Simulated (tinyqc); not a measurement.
What moves the results: Gamma, L and X subbands of a thin body with non-parabolic valleys. A value that a table varies takes the place of the one given here.

Hard walls, flat band, c = hbar^2/2m0, energies from the bulk Gamma edge. For a valley at angle theta to the normal 1/m_z = cos^2/ml + sin^2/mt and m_d = sqrt(ml mt^2/m_z). Subband n starts at E_v + e with e (1 + a e) = c (n pi/t)^2/m_z, and its density-of-states mass is taken as m_d (1 + 2 a e), without further growth at higher in-plane energy. Groups are named by valley and degeneracy.

n_i = g m/(2 pi c) kB T ln(1 + exp((EF - E_i)/kB T)), sum n_i = Ns (1e12/cm^2 = 1e-4/angstrom^2), c = hbar^2/2m0. Quantum capacitance Cq = 1602.176634 sum g m/(2 pi c) f_i in microfarad/cm^2 with f_i = 1/(1 + exp((E_i - EF)/kB T)); Cox = 34.5313/eot (one gate); C/Cox = Cq/(Cq + Cox), the centroid term left out.

Constants: hbar^2/2m0 = 3.80998211 eV angstrom^2; kB = 8.617333262e-05 eV/K.

Values chosen for the exercise (near those of a thin GaSb channel; not measured data):
- face = 100 (surface)
- mG = 0.0386 m0 (Gamma mass)
- aG = 1.12 1/eV (Gamma non-parabolicity)
- EL = 0.043 eV (L edge above Gamma)
- mL = (1.319, 0.101) m0 (L valleys (four, along <111>): ml, mt)
- EX = 0.323 eV (X edge above Gamma)
- mX = (1.529, 0.227) m0 (X valleys (three, along <100>): ml, mt)
- aS = 0.43 1/eV (non-parabolicity of L and X)
- Ns = 2.2 x 1e12/cm^2 (sheet density)
- T = 300 K (temperature)
- eot = 10 angstrom (equivalent oxide thickness)
- ts = (18, 24, 30, 40, 55, 75, 110) angstrom (thicknesses)
- t = 36 angstrom (body thickness)
- Nl = (0.5, 1, 2, 4, 7, 11, 16) x 1e12/cm^2 (sheet densities)

## Thinning the body

Lowest edge of each valley type, the lowest group, the Gamma share and C/Cox, with n = 1 to 8 of all groups.

Results:
```
t (angstrom)  Gamma (eV)  L (eV)  X (eV)  lowest  Gamma share (%)  C/Cox
18                 1.252   0.670   0.397      X1              0.0  0.727
24                 0.861   0.427   0.365      X1              0.0  0.775
30                 0.633   0.301   0.350      L4              0.0  0.787
40                 0.416   0.194   0.338      L4              0.0  0.786
55                 0.251   0.125   0.331      L4              0.0  0.785
75                 0.148   0.088   0.327      L4              0.4  0.785
110                0.074   0.064   0.325      L4              2.2  0.787
```

From 110 down to 18 angstrom Gamma rises by 1.18 eV, L by 0.61 and X by 0.07 eV, the light Gamma mass moving most. The lowest group changes from L4 to X1 between 30 and 24 angstrom. The Gamma share goes from 2 % to 0 %. C/Cox is 0.79 and 0.73 at the ends and lies between 0.73 and 0.79. Hard walls overstate the rise in the thinnest rows.

## Raising the sheet density

Fixed thickness, n = 1 to 8 of all groups; the gate overdrive above the lowest edge is (EF - E_lowest)/e + 0.1602177 Ns/Cox in volts.

Results:
```
Ns (1e12/cm^2)  EF - lowest (eV)  Gamma share (%)     Cq  C/Cox  overdrive (V)
0.5                       -0.088              0.0   3.05  0.469         -0.065
1.0                       -0.070              0.0   6.00  0.635         -0.023
2.0                       -0.051              0.0  11.62  0.771          0.042
4.0                       -0.031              0.0  21.81  0.863          0.154
7.0                       -0.014              0.0  34.81  0.910          0.311
11.0                       0.001              0.0  48.64  0.934          0.512
16.0                       0.016              0.0  61.58  0.947          0.758
```

The lowest subband is L4 n=1; the light Gamma level lies 259 meV above it, lifted there by confinement. At the highest density band filling takes 0.016 V of the 0.758 V overdrive. Cq grows from 3.0 to 61.6 microfarad/cm^2 while EF moves from -0.088 to +0.016 eV against the lowest edge; the Gamma share stays near 0 %.

## What each parameter does

n = 1 to 8 of all groups. Each row changes one parameter from the base and keeps the others.

Results:
```
case                  lowest edge (eV)  EF (eV)  Gamma share (%)  C/Cox
base                             0.227    0.179              0.0  0.786
t = 30 angstrom                  0.301    0.251              0.0  0.787
mG = 0.0444 m0                   0.227    0.179              0.0  0.786
aG = 0.78 1/eV                   0.227    0.179              0.0  0.786
EL = 0.093 eV                    0.277    0.229              0.0  0.787
Ns = 3.3 x 1e12/cm^2             0.227    0.191              0.0  0.842
eot = 8 angstrom                 0.227    0.179              0.0  0.746
T = 250 K                        0.227    0.191              0.0  0.813
```

The largest shifts from the base row, up to three for each result and ties (the steps differ in size, so this ranks the rows, not the parameters). lowest edge (eV): t +0.074, EL +0.050; unchanged at the printed digits by mG, aG, Ns, eot and T. EF (eV): t +0.071, EL +0.050, T +0.012; unchanged at the printed digits by mG, aG and eot. Gamma share (%): unchanged at the printed digits by t, mG, aG, EL, Ns, eot and T. C/Cox: Ns +0.056, eot -0.040, T +0.027; unchanged at the printed digits by mG and aG.

Program tinyqc; command `OMP_NUM_THREADS=1 python tinyqc.py 1251228 1251229 out.jsonl`; about 0.02 s on one thread of a shared Intel(R) Xeon(R) Processor @ 2.30GHz.
